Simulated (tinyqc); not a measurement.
Kinetic Monte Carlo and master equation for a particle on a ring of sites with traps and bias: one step, computed by the program tinyqc.

7 sites on a ring, numbered 1 to 7. The saddle between i and i+1 lies at E0 + s b_i and site i at s eps_i; a force F tilts the landscape, with the saddle half-way.

Problem. Rate table. Rates: k(i to i+1) = nu exp(-(E0 + s b_i - s eps_i - F a/2)/(k_B T)), k(i to i-1) = nu exp(-(E0 + s b_(i-1) - s eps_i + F a/2)/(k_B T)). Share right = k right/(k right + k left); mean stay = 1/(k right + k left).

Inputs (values chosen for the exercise, for a model defect):
```
quantity                        value         unit
reference barrier E0             0.85           eV
scale factor s of the disorder      1            -
attempt frequency nu              1.5          THz
temperature T                     540            K
site spacing a                    2.4     angstrom
force F along the ring          0.015  eV/angstrom
```

Disorder: site traps.

site energies eps_i (eV): -0.041  -0.033  0  0  0  0  -0.039

saddle shifts b_i between sites i and i+1 (eV): 0  0  0  0  0  0  0

Constants: k_B = 8.617333262e-05 eV/K.

Give: Rates, shares of right hops and mean stays.

Solution.

Rates, shares of right hops and mean stays:
```
site  k right (1/s)  k left (1/s)  share right  mean stay (s)
1             10677          4926       0.6843      6.409e-05
2             12680          5850       0.6843      5.397e-05
3             25769         11888       0.6843      2.656e-05
4             25769         11888       0.6843      2.656e-05
5             25769         11888       0.6843      2.656e-05
6             25769         11888       0.6843      2.656e-05
7             11146          5142       0.6843      6.140e-05
```

The particle stays longest on site 1, 2.4 times as long as on the quickest site.
